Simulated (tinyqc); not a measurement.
Inside a calculation: donor level screened by free carriers (Yukawa potential). Values are carried at full precision from step to step, so a last printed digit may differ when a step is redone from the rounded ones.

Screening wave number: Debye ks^2 = 4 pi q n/(eps kB T); Thomas-Fermi ks^2 = 6 pi q n/(eps EF) with EF = c (3 pi^2 n/gv)^(2/3)/m, c = hbar^2/2m0; the two are joined by 1/ks^2 = sqrt(1/ks_D^4 + 1/ks_TF^4). 1e18/cm^3 = 1e-6/angstrom^3, q = e^2/(4 pi eps0).

Constants: e^2/(4 pi eps0) = 14.39964547 eV angstrom; kB = 8.617333262e-05 eV/K; hbar^2/2m0 = 3.80998211 eV angstrom^2; Ry = 13.60569312 eV; a0 (Bohr radius) = 0.5291772105 angstrom.

Inputs chosen for the exercise (near those of a donor in Si, with one mean mass; the results hold for these values, not for the real material):
```
symbol  value  unit         meaning
m       0.322  m0           mass
eps     12                  dielectric constant
gv      6                   valleys
T       300    K            temperature
n       0.14   x 1e18/cm^3  free-carrier density
```

## Units and screening length

Give Ry* = Ry m/eps^2, a* = a0 eps/m, EF, the three values of ks, and x = ks a*.

Ry* = 30.424 meV
a* = 19.72 angstrom
EF = 0.92 meV

ks: Debye, Thomas-Fermi, joined (1/angstrom): 0.00904  0.05852  0.00904

x = 0.1782

EF/kB T = 0.04, so the Debye value, the smaller one, controls the screening.

## One-parameter trial function

Potential -(q/(eps r)) exp(-ks r), q = e^2/(4 pi eps0). In units Ry* = Ry m/eps^2 and a* = a0 eps/m the problem is [-Laplacian - 2 exp(-x r)/r] psi = E psi with x = ks a*.

For exp(-z r): E(z) = z^2 - 8 z^3/(2z + x)^2 in Ry*. Scan z = 0.5, 0.6, ..., 1.1, then minimise; first order gives -1 + 2x.

Scan (Ry*):
```
z    kinetic  potential        E
0.5   0.2500    -0.7204  -0.4704
0.6   0.3600    -0.9098  -0.5498
0.7   0.4900    -1.1017  -0.6117
0.8   0.6400    -1.2954  -0.6554
0.9   0.8100    -1.4903  -0.6803
1.0   1.0000    -1.6862  -0.6862
1.1   1.2100    -1.8827  -0.6727
```

best z = 0.980
E = -0.6865 Ry*
binding = 20.89 meV

First order in x would give -0.644 Ry*, a rigid shift by q ks/eps; it overstates the loss of binding by 0.043 Ry*.

## Converged levels

Converged values use 18 functions exp(-z r), z = 1.55^i, i = -11 to 6: S = 2/A^3, H = z_i z_j S - 2/(A + x)^2, A = z_i + z_j.

The 1s and 2s levels and the mean radius.

1s = -0.6866 Ry*
binding = 20.89 meV
<r> = 30.4 angstrom
second root = -0.0357 Ry*

The trial function misses by 0.0001 Ry*. Screening leaves 69 % of the bare binding, 0.81 kB T. 2s is still bound.

## Checks

- 1s at x = 0.5 against the known -0.29623 Ry*: both -0.29623.
- 1s at x = 0 against -1: both -1.00000.

Run: tinyqc, `OMP_NUM_THREADS=1 python tinyqc.py 1250051 1250052 out.jsonl`; Intel(R) Xeon(R) Processor @ 2.30GHz, one thread, shared host; about 0.01 s of CPU time with all checks.
